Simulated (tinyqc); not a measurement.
Worked calculation: strain-driven roughening and islands of a mismatched epitaxial film. Computed by tinyqc, a small Python program that keeps every step. Command: `OMP_NUM_THREADS=1 python tinyqc.py 3006841 3006842 out.jsonl island walk`. One thread of a shared host (Intel(R) Xeon(R) Processor @ 2.30GHz), about 0.01 s of CPU time with the checks. Intermediate numbers are printed to about 7 digits and carried at full precision; extremes and crossings named in words are read from the listed rows.

Film and substrate share isotropic elastic constants; the film is coherent and biaxially strained.

Inputs (values chosen for the exercise, modelled on Ge on Si): misfit |f| = 0.0441; shear modulus G = 49.7 GPa; Poisson ratio nu = 0.24; surface energy gamma = 1.03 J/m^2; contact angle of the shallow shape theta_1 = 8.01 degrees; contact angle of the steep shape theta_2 = 30 degrees; facet energy of shape 1 over gamma = 1.009; facet energy of shape 2 over gamma = 1.041; wetting energy gamma_s - gamma = 0.18 J/m^2; decay length of wetting delta = 0.22 nm; surface mobility D_s nu_s Omega^2/(k_B T) = 1.8e-34 m^6/(J s); initial ripple amplitude A0 = 0.21 nm; ripple wavelength over the critical one = 1.2; island volume V = 3700 nm^3.

Transport: surface diffusion.

Constants: e = 1.602176634e-19 C.

## Elastic energy of the flat film

M = 2 G (1 + nu)/(1 - nu); stress = M f; energy density w = M f^2.

biaxial modulus M = 162.1789 GPa

stress = 7.152092 GPa

energy density w = 315.4072 MJ/m^3

## Asaro-Tiller-Grinfeld instability

A ripple A cos(k x) has the surface chemical potential per volume [gamma k^2 - 2 (1 + nu) w k] A cos(k x), so k_c = 2 (1 + nu) w/gamma. With surface diffusion the amplitude grows at the rate q = B k^2 [2 (1 + nu) w k - gamma k^2], fastest at k_m = (3/4) k_c. B is the surface mobility.

k_c = 0.7594271 1/nm

critical wavelength = 8.273585 nm

fastest wavelength = 11.03145 nm

growth time 1/q at k_m = 0.1537524 s

A ripple of A0 needs about 0.15 s to reach a twentieth of its wavelength.

## A ripple of given wavelength

A ripple A cos(k x) has the surface chemical potential per volume [gamma k^2 - 2 (1 + nu) w k] A cos(k x), so k_c = 2 (1 + nu) w/gamma. With surface diffusion the amplitude grows at the rate q = B k^2 [2 (1 + nu) w k - gamma k^2], fastest at k_m = (3/4) k_c. B is the surface mobility. Stress at the trough = stress x (1 + 2 k A).

k = 0.6328559 1/nm

rate q = 5.947839 1/s

q over the largest rate = 0.9144947

stress concentration at A0 = 1.265799

The ripple grows.

## Wetting layer

The surface energy depends on thickness as gamma + (gamma_s - gamma) exp(-h/delta). Its curvature adds W2 = (gamma_s - gamma) exp(-h/delta)/delta^2 to the restoring terms; the flat film is stable while W2 > (1 + nu)^2 w^2/gamma, which gives h_c = delta ln[(gamma_s - gamma) gamma/(delta^2 (1 + nu)^2 w^2)], or 0 if negative.

wetting-layer thickness h_c = 0.7085264 nm

Layer-by-layer growth up to h_c, then roughening: the Stranski-Krastanov mode.

## Island nucleation

Shallow faceted island (Tersoff form): E = 4 Gam V^(2/3) tan^(1/3)(theta) - 6 c V tan(theta), Gam = gamma [x/sin(theta) - 1/tan(theta)], x the facet energy over gamma, c = stress^2 (1 - nu)/(2 pi G). The barrier is the maximum of E, at V_c = [4 Gam/(9 c)]^3 / tan^2(theta) (1 GPa nm = 1 J/m^2).

c = 0.1244926 GPa

Gam of shape 1 = 0.1386400 J/m^2

critical volume, shape 1 = 6.123272 nm^3

barrier, shape 1 = 2.008584 eV

Gam of shape 2 = 0.3604477 J/m^2

critical volume, shape 2 = 6.392488 nm^3

barrier, shape 2 = 8.603272 eV

The shallow shape has the lower barrier. Each barrier is a third of the surface term at V_c and scales as Gam^3/c^2, that is as f^(-4).

## Which shape at the volume V

The two energies cross at V_x^(1/3) = 4 [Gam_2 t2^(1/3) - Gam_1 t1^(1/3)]/(6 c (t2 - t1)), t = tan(theta); mu = dE/dV.

E of shape 1 = -1996.701 eV

E of shape 2 = -8166.666 eV

crossing volume V_x = 21.87305 nm^3

jump of mu at V_x, shape 2 less shape 1 = -108.7148 MJ/m^3

At V the steep shape is lower. At V_x the chemical potential drops, so islands that have turned steep grow at the cost of the shallow ones. Caution: the shallow-slope form overstates the relaxation of facets steeper than about 25 degrees.

## Scaling with the misfit

A ripple A cos(k x) has the surface chemical potential per volume [gamma k^2 - 2 (1 + nu) w k] A cos(k x), so k_c = 2 (1 + nu) w/gamma. With surface diffusion the amplitude grows at the rate q = B k^2 [2 (1 + nu) w k - gamma k^2], fastest at k_m = (3/4) k_c. V_c = [4 Gam/(9 c)]^3/tan^2(theta), barrier = (4/3) Gam V_c^(2/3) tan^(1/3)(theta); the growth time is 1/q at k_m.

Misfit scaled at fixed constants:
```
|f| (%)  fastest wavelength (nm)  growth time (s)  V_c of shape 1 (nm^3)  barrier of shape 1 (eV)
1.1025                  176.5032     1.007632e+04           2.508092e+04             5.141976e+02
1.5435                   90.0526     6.827751e+02           3.331005e+03             1.338499e+02
2.2050                   44.1258     3.936063e+01           3.918894e+02             3.213735e+01
3.0870                   22.5132     2.667090e+00           5.204695e+01             8.365616e+00
4.4100                   11.0314     1.537524e-01           6.123272e+00             2.008584e+00
6.1740                    5.6283     1.041832e-02           8.132337e-01             5.228510e-01
```

Halving the misfit stretches the wavelength 4 times, the barrier 16 times, the volume 64 times and the time 256 times: f^(-2), f^(-4), f^(-6), f^(-8). Over these rows the time spans 6.0 decades: strongly mismatched films tend to roughen first, while dilute alloys have time to stay flat. Rows with wavelengths under 10 nm or volumes under 5 nm^3 are beyond the continuum picture.

Checks made by the program: k_m against a numerical maximum of the rate (relative difference 4e-10).
